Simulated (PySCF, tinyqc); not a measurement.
Inside a calculation. Method: G0W0 on RHF in the sto-6g basis, for H4, spin multiplicity 1. The lowest restricted solution is unstable here: a spin-polarised one lies 0.1368 hartree lower (PySCF). One step of it, computed by the program tinyqc.

Task: Orthogonalisation. S = U s U^T; canonical form X = U s^(-1/2), so that X^T S X = 1. Each column of U has its largest component positive (the first on a tie).

overlap S, lower triangle:
```
          1H 1s     2H 1s     3H 1s     4H 1s
1H 1s  1.000000
2H 1s  0.339844  1.000000
3H 1s  0.360442  0.162642  1.000000
4H 1s  0.162642  0.360442  0.339844  1.000000
```

Give: eigenvalues of S; X.

Result:

eigenvalues of S: 0.4624  0.8168  0.8580  1.8629

X:
```
             1        2        3       4
1H 1s   0.7353   0.5533   0.5398  0.3663
2H 1s  -0.7353   0.5533  -0.5398  0.3663
3H 1s  -0.7353  -0.5533   0.5398  0.3663
4H 1s   0.7353  -0.5533  -0.5398  0.3663
```
